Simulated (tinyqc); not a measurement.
Length offset and series resistance from crossing lines.

Problem. R_total = Rs + k (L - dL)/Vo with constant Rs, dL and k. Find k, dL and Rs.

R_total at (L, Vo) = (45, 0.31), (90, 0.31), (45, 0.74) and (90, 0.74), L in nm and Vo in V (ohm um): [657.83871, 1049.7742, 496.39189, 660.58108]

Answer. At each overdrive R is a straight line in L with slope k/Vo; the two lines cross at L = dL, R = Rs.

k = 2.700 ohm um V/nm
dL = 13.10 nm
Rs = 380.0 ohm um

tinyqc, about 0.03 s, one thread, Intel Xeon 2.30GHz (shared host): `OMP_NUM_THREADS=1 python tinyqc.py 2282231 2282232 out.jsonl`
